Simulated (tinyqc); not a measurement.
Band offset from the macroscopic average of a supercell potential, step by step. Values are carried at full precision from step to step, so a last printed digit may differ when a step is redone from the rounded ones.

A model of the planar-averaged electrostatic energy of an electron in a periodic cell of N1 periods of A (L1 = N1 n1 h) and N2 periods of B (L2 = N2 n2 h), on z_j = j h: V(z) = f VA + (1 - f) VB + F t(z), VA = V1[0] + V1[1] cos(2 pi z/(n1 h)) + V1[2] cos(4 pi z/(n1 h)), VB the same with V2, n2 and z - L1. f = [tanh(z/w) - tanh((z - L1)/w) + tanh((z - L1 - L2)/w)]/2 + 1/2; t(z) = z - L1/2 in A and (L1/L2)(L1 + L2/2 - z) beyond, so that the cell is periodic.

Constants: e^2/(4 pi eps0) = 14.39964547 eV angstrom.

Inputs chosen for the exercise (gaps near those of GaAs and Ge; not measured data): h = 0.25 angstrom (grid step); n1 = 6 (grid points per period of A); n2 = 6 (grid points per period of B); N1 = 4 (periods of A); N2 = 4 (periods of B); V1 = (-10.52, 4.75, 0.66) eV (mean and two harmonics of the potential in A); V2 = (-7.95, 2.08, 0.02) eV (the same in B); w = 0.48 angstrom (width of the interfaces); F = -0.004 eV/angstrom (slope in A from opposite charges on the two interfaces); Ev1 = 5.5 eV (valence top of bulk A above its mean potential); Eg1 = (0.52, 1.59) eV (gap of A: semi-local value, corrected value); fv1 = 0.4 (share of the correction that lowers the valence top of A); Ev2 = 3.44 eV (valence top of bulk B above its mean potential); Eg2 = (0.1, 0.73) eV (gap of B: semi-local value, corrected value); fv2 = 0.75 (the same share for B); eps = 9.6 (dielectric constant at the interface).

## The planar average

Evaluate V on the grid, j = 0, 1, ...

V(z_j) (eV): [-5.468, -8.058, -12.747, -14.407, -13.152, -8.460, -5.105, -8.469, -13.220, -14.607, -13.223, -8.474, -5.110, -8.476, -13.227, -14.613, -13.228, -8.479, -5.117, -8.474, -13.168, -14.425, -12.767, -8.080, -5.492, -7.337, -9.478, -10.213, -9.073, -6.935, -5.855, -6.926, -9.005, -10.013, -9.002, -6.921, -5.850, -6.919, -8.998, -10.007, -8.997, -6.916, -5.843, -6.921, -9.057, -10.195, -9.458, -7.315]

## Running means

Running mean over n points, periodic: for odd n the plain mean of the n points centred on j; for even n the n + 1 points with half weight at both ends. The macroscopic average applies the mean over n1 points and then over n2 points.

Apply the first mean, then the second.

after the mean over n1 points (eV): [-9.225, -9.883, -10.287, -10.352, -10.356, -10.430, -10.486, -10.508, -10.515, -10.517, -10.518, -10.519, -10.520, -10.521, -10.522, -10.523, -10.523, -10.518, -10.498, -10.444, -10.372, -10.370, -10.306, -9.904, -9.245, -8.587, -8.183, -8.118, -8.114, -8.040, -7.984, -7.962, -7.955, -7.953, -7.952, -7.951, -7.950, -7.949, -7.948, -7.947, -7.947, -7.952, -7.972, -8.026, -8.098, -8.100, -8.164, -8.566]

macroscopic average (eV): [-9.225, -9.595, -9.933, -10.194, -10.351, -10.422, -10.455, -10.482, -10.503, -10.513, -10.517, -10.519, -10.520, -10.521, -10.521, -10.519, -10.511, -10.492, -10.467, -10.436, -10.367, -10.211, -9.952, -9.615, -9.245, -8.875, -8.537, -8.276, -8.119, -8.048, -8.015, -7.988, -7.967, -7.957, -7.953, -7.951, -7.950, -7.949, -7.949, -7.951, -7.959, -7.978, -8.003, -8.034, -8.103, -8.259, -8.518, -8.855]

Around the middle of B the first mean varies by 4 meV over five points and the second by 4 meV; the tilt of the potential alone amounts to 4 meV over these points.

## The potential line-up

Read the macroscopic average in the middle of each region, j = 12 and j = 36, and its slope in A by a central difference over two points each way.

plateau in A = -10.520 eV
plateau in B = -7.950 eV
dV = B - A = 2.570 eV
slope in A = -0.004 eV/angstrom

The plateaus are flat, so the line-up is well defined.

## Band offsets

dEv = Ev(A) - Ev(B) = Ev1 - (dV + Ev2); dEc = Ec(B) - Ec(A) = Eg2 - Eg1 - dEv. The correction of a gap, c = Eg[1] - Eg[0], lowers the valence top by fv c and leaves dV, a ground-state quantity, as it is. Type I: dEv and dEc of one sign; II: opposite signs; III: no overlap of the gaps.

Give the offsets with semi-local and with corrected band edges.

dEv, dEc, semi-local (eV): [-0.510, 0.090]

lowering of the valence tops of A and B (eV): [0.428, 0.472]

dEv, dEc, corrected (eV): [-0.465, -0.395]

The correction moves dEv by +0.04 eV and dEc by -0.48 eV; the type changes from II to I.

## The dipole behind the step

A step dV of the mean electron energy from A to B across an interface equals 4 pi (e^2/4 pi eps0) times a dipole per area p (in e angstrom per angstrom^2). For a change of 0.1 eV in dV, give the charge per area moved over 2 angstrom in a medium of dielectric constant eps: sigma = 0.1 eps/(4 pi (e^2/4 pi eps0) 2). 1 angstrom^-2 = 1e16 cm^-2.

|p| = 0.01420 e/angstrom
sigma = 2.65e+13 e/cm^2

With about 7e14 atoms per cm^2 in a plane (as on a silicon (100) face), 3.8 % of an electron per atom shifts the line-up by 0.1 eV.

## Checks

- Line-up in a cell of 14 + 14 periods without slope against V2[0] - V1[0] (eV): both 2.5700.

Program tinyqc; command `OMP_NUM_THREADS=1 python tinyqc.py 1850389 1850390 out.jsonl`; about 0.01 s on one thread of a shared Intel(R) Xeon(R) Processor @ 2.30GHz.
